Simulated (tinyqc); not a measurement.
Angle of incidence: thin-film optics by transfer matrices.

Indices N = n + i k. Snell: N0 sin(theta) = N_j sin(theta_j), with Im(N_j cos theta_j) >= 0. Admittance y_j = N_j cos theta_j for s and N_j/cos theta_j for p. Phase delta_j = 2 pi N_j cos theta_j d_j/lambda. Layer matrix [[cos delta, -i sin delta/y], [-i y sin delta, cos delta]], multiplied from the top down to M. (B, C) = M (1, y_sub); r = (y0 B - C)/(y0 B + C), R = |r|^2, T = 4 Re y0 Re y_sub/|y0 B + C|^2, absorbed in the films 1 - R - T.

Ellipsometry: rho = tan(Psi) exp(i Delta) = -conj(r_p/r_s) with the r of the admittance formula, Delta in 0 to 360 degrees, so that a bare dielectric at small angles gives Delta = 180.

Parameters, chosen for this exercise (indices near those of SiO2 on Cu; the results hold for these values, not for the real material): lam = 248 nm (vacuum wavelength); n0 = 1 (ambient index); n = (1.528, 1.491) (n of SiO2, substrate); k = (0, 1.786) (k in the same order); d = (12) nm (thicknesses, top first).

Both polarisations.

Stack:
```
theta (degrees)     R_s     R_p    Psi   Delta
0                0.2346  0.2346  45.00  180.00
15               0.2461  0.2278  43.89  175.84
45               0.3561  0.1918  36.28  138.15
55               0.4319  0.1943  33.85  113.90
60               0.4806  0.2074  33.30   99.33
65               0.5379  0.2347  33.44   83.46
70               0.6052  0.2837  34.40   66.79
75               0.6836  0.3656  36.18   49.84
80               0.7747  0.4965  38.68   33.00
85               0.8797  0.6985  41.70   16.41
```

Give the missing row, theta (degrees) = 30.

Computed row:
```
theta (degrees)     R_s     R_p    Psi   Delta
30               0.2836  0.2100  40.71  162.65
```

R_s and R_p agree at normal incidence (0.2346). R_p is lowest at 45 degrees of those listed (0.1918), where R_s = 0.3561: the two are within a factor 2 of each other, so the minimum selects polarisation poorly. R_s rises steadily with the angle.

Run: tinyqc, `OMP_NUM_THREADS=1 python tinyqc.py 1680429 1680430 out.jsonl`; Intel(R) Xeon(R) Processor @ 2.30GHz, one thread, shared host; about 0.02 s of CPU time with all checks.
